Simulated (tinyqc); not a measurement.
# Carrier lifetime of a p-type layer with SRH, radiative, Auger and surface recombination: what changes with what

Uniform excess density dn = dp (no trapping), n = n0 + dn, p = p0 + dn, Boltzmann statistics, full ionisation. Surfaces enter as a rate 2 S dn/d, which holds while diffusion to them is fast.

Inputs (values chosen for the exercise); band and dielectric values close to those of silicon:
- T = 250 K (temperature)
- Eg = 1.12 eV (band gap)
- Nc = 2.14e19 cm^-3 (conduction-band density of states at T)
- Nv = 1.99e19 cm^-3 (valence-band density of states at T)
- B = 4.79e-15 cm^3/s (radiative coefficient)
- N = 6.4e15 cm^-3 (acceptor density)
- Cn = 3.5e-31 cm^6/s (Auger coefficient (two electrons))
- Cp = 1.6e-31 cm^6/s (Auger coefficient (two holes))
- Nt = 4.5e13 cm^-3 (trap density)
- sn = 1e-13 cm^2 (capture cross-section for electrons)
- sp = 2e-16 cm^2 (capture cross-section for holes)
- vth = 1.9e7 cm/s (thermal velocity (both carriers))
- Et = 0.37 eV (trap level below the conduction band)
- S = 800 cm/s (surface recombination velocity (both faces))
- d = 30 um (sample thickness)

Constants: q = 1.602176634e-19 C, kB = 1.380649e-23 J/K, Vt = kB T/q. Results are converted to the units shown.

Each table varies one quantity; the others keep the values above.

## Lifetime against injection

ni = sqrt(Nc Nv) exp(-Eg/(2 Vt)), Eg in volts; majority density N/2 + sqrt(N^2/4 + ni^2), n0 p0 = ni^2; n1 = Nc exp(-Et/Vt), p1 = Nv exp((Et - Eg)/Vt); tn0 = 1/(sn vth Nt), tp0 = 1/(sp vth Nt). With e = n p - ni^2 = dn (n0 + p0 + dn): U_SRH = e/(tp0 (n + n1) + tn0 (p + p1)), U_rad = B e, U_Aug = (Cn n + Cp p) e, U_s = 2 S dn/d. Each tau is dn over its rate; tau = dn/U with U the sum.

The same in every row: tau_s (s) = 1.875e-6.

Result of one run:

| dn (cm^-3) | tau_SRH (s) | tau_rad (s) | tau_Aug (s) | tau (s) | radiative share (%) | largest path |
|---|---|---|---|---|---|---|
| 1e11 | 1.247e-8 | 0.03262 | 0.1526 | 1.238e-8 | 3.797e-5 | SRH |

What becomes of these results when the excess density dn is changed from 1e11 to 1e13 cm^-3, all else the same?

Result of the changed run:

| dn (cm^-3) | tau_SRH (s) | tau_rad (s) | tau_Aug (s) | tau (s) | radiative share (%) | largest path |
|---|---|---|---|---|---|---|
| 1e13 | 2.150e-8 | 0.03257 | 0.1516 | 2.125e-8 | 6.526e-5 | SRH |

The whole series:

| dn (cm^-3) | tau_SRH (s) | tau_rad (s) | tau_Aug (s) | tau (s) | radiative share (%) | largest path |
|---|---|---|---|---|---|---|
| 1e11 | 1.247e-8 | 0.03262 | 0.1526 | 1.238e-8 | 3.797e-5 | SRH |
| 1e12 | 1.329e-8 | 0.03261 | 0.1525 | 1.320e-8 | 4.046e-5 | SRH |
| 1e13 | 2.150e-8 | 0.03257 | 0.1516 | 2.125e-8 | 6.526e-5 | SRH |
| 1e14 | 1.023e-7 | 0.03212 | 0.1431 | 9.704e-8 | 3.021e-4 | SRH |
| 1e15 | 8.025e-7 | 0.02821 | 0.08809 | 5.620e-7 | 0.001992 | SRH |
| 1e16 | 3.578e-6 | 0.01273 | 0.009957 | 1.230e-6 | 0.009662 | surface |
| 1e17 | 5.508e-6 | 0.001962 | 1.807e-4 | 1.387e-6 | 0.07069 | surface |
| 1e18 | 5.822e-6 | 2.074e-4 | 1.944e-6 | 8.169e-7 | 0.3938 | surface |
| 1e19 | 5.856e-6 | 2.086e-5 | 1.959e-8 | 1.931e-8 | 0.09254 | Auger |

SRH recombination leads at dn = 1e11, surface from 1e16, Auger from 1e19 on. The total lifetime goes from 1.24e-8 through a maximum of 1.39e-6 (at dn = 1e17 among the rows listed) to 1.93e-8 s. tau_SRH goes from 1.25e-8 s (low-injection limit 1.24e-8 s) to 5.86e-6 s (high-injection limit tn0 + tp0 = 5.86e-6 s). Between the last two rows tau_rad goes as dn^(-1.00) and tau_Aug as dn^(-2.00); the radiative share goes from 3.80e-5 through a maximum of 0.394 (at dn = 1e18 among the rows listed) to 0.0925 %. For dn = 1e19 the carriers are degenerate, where B and the Auger coefficients no longer stay constant.

## Effect of the acceptor density at dn = 1e17 cm^-3

Same model as above.

Here dn = 1e17 cm^-3.

The same in every row: tau_s (s) = 1.8750e-6.

Effect of the acceptor density at dn = 1e17 cm^-3:

| N (cm^-3) | tau_SRH (s) | tau_rad (s) | tau_Aug (s) | tau (s) | radiative share (%) | largest path |
|---|---|---|---|---|---|---|
| 1e14 | 5.8539e-6 | 0.0020856 | 1.9582e-4 | 1.4090e-6 | 0.067556 | surface |
| 4e14 | 5.8364e-6 | 0.0020794 | 1.9505e-4 | 1.4079e-6 | 0.067708 | surface |
| 2e15 | 5.7450e-6 | 0.0020467 | 1.9104e-4 | 1.4023e-6 | 0.068513 | surface |
| 8e15 | 5.4265e-6 | 0.0019330 | 1.7711e-4 | 1.3816e-6 | 0.071475 | surface |
| 4e16 | 4.1888e-6 | 0.0014912 | 1.2444e-4 | 1.2808e-6 | 0.085890 | surface |
| 2e17 | 1.9610e-6 | 6.9589e-4 | 4.0161e-5 | 9.3492e-7 | 0.13435 | surface |
| 7e17 | 7.4270e-7 | 2.6096e-4 | 7.6687e-6 | 4.9652e-7 | 0.19027 | SRH |
| 3e18 | 2.0034e-7 | 6.7345e-5 | 6.0750e-7 | 1.3916e-7 | 0.20664 | SRH |

Surface recombination leads at N = 1e14, SRH from 7e17 on. tau_SRH falls from 5.85e-6 to 2.00e-7 s and the total lifetime falls from 1.41e-6 to 1.39e-7 s. Between the last two rows tau_rad goes as N^(-0.93) and tau_Aug as N^(-1.74).

Program tinyqc, `OMP_NUM_THREADS=1 python tinyqc.py 2300151 2300152 out.jsonl`; Intel Xeon 2.30GHz, shared host, one thread, about 0.01 s.
